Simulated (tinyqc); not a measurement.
Inside a calculation. Method: MP2 on RHF in the 6-31g basis, for H2, spin multiplicity 1. One step of it, computed by the program tinyqc.

Problem. Second-order Moller-Plesset energy. E2 = sum_ijab (ia|jb) [2 (ia|jb) - (ib|ja)] / (e_i + e_j - e_a - e_b) over occupied i, j and virtual a, b; the opposite-spin part is (ia|jb)^2 / denominator, the rest is same-spin, and SCS-MP2 scales them by 6/5 and 1/3.

orbital energies (hartree): MO1 -0.546262, MO2 0.189105, MO3 0.865126, MO4 1.217627

Two-electron integrals over orbitals (pq|rs), unique and non-zero (hartree):
```
(11|11) 0.590478    (21|21) 0.099084    (22|11) 0.438841    (22|22) 0.395856
(31|11) 0.144331    (31|22) 0.062639    (31|31) 0.099130    (32|21) -0.000806
(32|32) 0.034961    (33|11) 0.512510    (33|22) 0.394826    (33|31) 0.119182
(33|33) 0.469186    (41|21) -0.081077   (41|32) -0.040715   (41|41) 0.118767
(42|11) -0.140063   (42|22) -0.066726   (42|31) -0.079521   (42|33) -0.112424
(42|42) 0.078290    (43|21) -0.108391   (43|32) -0.024531   (43|41) 0.125889
(43|43) 0.158995    (44|11) 0.596258    (44|22) 0.447137    (44|31) 0.180393
(44|33) 0.538001    (44|42) -0.165567   (44|44) 0.662951
```

Hartree-Fock energy = -1.10843333 hartree

Give: Terms; Pair energies; MP2 correlation energy; SCS-MP2 correlation energy; MP2 total energy.

Solution.

Terms:
```
i  j  a  b  (ia|jb)  (ib|ja)  denominator     term
1  1  2  2   0.0991   0.0991      -1.4707  -0.0067
1  1  4  4   0.1188   0.1188      -3.5278  -0.0040
1  1  3  3   0.0991   0.0991      -2.8228  -0.0035
1  1  2  4  -0.0811  -0.0811      -2.4993  -0.0026
1  1  4  2  -0.0811  -0.0811      -2.4993  -0.0026
```

Pair energies (hartree; pair i-j sums ij and ji):
```
pair  opposite spin  same spin
1-1         -0.0194          0
```

MP2 correlation energy = -0.019415 hartree

SCS-MP2 correlation energy = -0.023298 hartree

MP2 total energy = -1.127849 hartree
